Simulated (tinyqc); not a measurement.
Deep-level transient spectroscopy (DLTS) of one majority-carrier trap. From peak temperature T_p back to trap depth E_t. Computed by tinyqc, a small Python program. Command: `OMP_NUM_THREADS=1 python tinyqc.py 3023031 3023032 out.jsonl dlts inv`. One thread of a shared host (Intel(R) Xeon(R) Processor @ 2.30GHz), about 0.2 s of CPU time with the checks.

A filling pulse loads the traps in a one-sided junction; under reverse bias they empty at the rate e, and the capacitance relaxes as C(t) = C_0 - dC exp(-e t). The signal is S = [C(t_2) - C(t_1)]/dC.

Inputs (values chosen for the exercise, with mass and screening modelled on CdS):
```
quantity                    value  unit
density-of-states mass m    0.207   m_0
valleys M                       1     -
cross-section sigma_0     3.6e-14  cm^2
degeneracy ratio g              1     -
gate time t_1              0.0009     s
ratio t_2/t_1                 2.5     -
temperature T                 301     K
capture barrier E_b          0.16    eV
```

Carriers: electrons. Extra term: capture barrier.

Constants: k_B = 8.617333262e-05 eV/K; k_B = 1.380649e-23 J/K; m_0 = 9.1093837015e-31 kg; h = 6.62607015e-34 J s.

Method:
- e = g sigma v N_b exp(-E/k_B T), v = sqrt(3 k_B T/m), N_b = 2 M (2 pi m k_B T/h^2)^(3/2), sigma = sigma_0 exp(-E_b/k_B T), E = E_t.
- S(e) = exp(-e t_1) - exp(-e t_2) peaks at the rate window e_0 = ln(t_2/t_1)/(t_2 - t_1).
- T_p solves e(T) = e_0 (bisection between 15 and 1500 K); the half-height points solve S = S_max/2 on either side.

Problem. A run gave the result below. Find the trap depth E_t, known to lie between 0.37 and 0.82 eV.

peak temperature T_p = 365.3292 K

Solution.

Each step takes the trial c = (a f_b - b f_a)/(f_b - f_a), f being the result less the target and a, b, c the logarithms of the listed values; c replaces end b, the old b replaces a if the sign of f changed, and otherwise f_a is halved.

Scan of the range:
```
trap depth E_t (eV)  peak temperature T_p (K)
0.370                                 282.495
0.422                                 307.787
0.482                                 336.756
0.551                                 369.819
0.629                                 406.904
0.718                                 448.885
0.820                                 496.612
```

False position (Illinois rule, in the logarithm of the input) inside the bracket:
```
step     end a     end b     trial  peak temperature T_p (K)
1     0.482000  0.551000  0.541081                   365.081
2     0.551000  0.541081  0.541596                   365.327
3     0.551000  0.541596  0.541604                   365.331
4     0.541596  0.541604  0.541600                   365.329
```

Peak temperature T_p rises at every point of a 13-point scan of the range (every second point is shown), so one value fits; it is bracketed by 0.482 and 0.551. Answer: trap depth E_t = 0.5416 eV.
